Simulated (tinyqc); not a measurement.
Solute along a frozen bar: binary melting diagram from solution models of liquid and solid. Computed by tinyqc, a small Python program. Command: `OMP_NUM_THREADS=1 python tinyqc.py 3023233 3023234 out.jsonl melt walk`. One thread of a shared host (Intel(R) Xeon(R) Processor @ 2.30GHz), about 0.01 s of CPU time with the checks.

x is the fraction of B. In a phase with interaction L: mu_A = G_A + R T ln(1 - x) + L x^2, mu_B = G_B + R T ln x + L (1 - x)^2. Melting: G(liquid) - G(solid) = H (1 - T/T_m) for each pure component.

Inputs (values chosen for the exercise, for a model alloy): melting point T_A = 1375 K; melting point T_B = 575 K; heat of melting H_A = 37 kJ/mol; heat of melting H_B = 4.54 kJ/mol; liquid interaction L_L = -2.9 kJ/mol; solid interaction L_S = -2.4 kJ/mol; dilute content c0 of B = 0.011; growth number V delta/D = 2.9.

Diagram: complete solid solution (lens).

Constants: R = 8.314462618 J/(mol K).

Method. At T_A, k0 = exp[(dG_B(T_A) + L_L - L_S)/(R T_A)]; van 't Hoff: m_L = -R T_A^2 (1 - k0)/H_A per unit fraction. Burton-Prim-Slichter: k_eff = k0/[k0 + (1 - k0) exp(-V delta/D)]. Freezing range of c0: |m_L| c0 |1 - k0|/k0. For the solid at frozen fraction f, relative to c0. Lever rule: k0/[1 - (1 - k0) f]. Scheil (no diffusion in the solid, mixed liquid): k (1 - f)^(k - 1), with k0 and with k_eff. One zone pass with a zone a tenth of the bar long: 1 - (1 - k0) exp(-10 k0 f).

partition coefficient k0 = 0.550875

effective coefficient k_eff = 0.957066

Ratio c_s/c0:
```
f    lever rule  Scheil, k0  Scheil, k_eff  one zone pass
0.0     0.55088      0.5509         0.9571        0.55088
0.1     0.57678      0.5776         0.9614        0.74110
0.3     0.63666      0.6466         0.9718        0.91397
0.5     0.71041      0.7521         0.9860        0.97141
0.7     0.80348      0.9460         1.0078        0.99050
0.8     0.85980      1.1350         1.0255        0.99452
0.9     0.92462      1.5495         1.0565        0.99684
```

What follows from these numbers?

All but the k_eff column start at k0 = 0.551. At f = 0.9 Scheil gives 1.55 against 0.925 for the lever rule, since the solid keeps what it took and the last liquid is richer in B. Scheil passes c0 at f = 0.735. Last over first value: 2.81 with k0 and 1.10 with k_eff, so faster growth gives the more even bar.
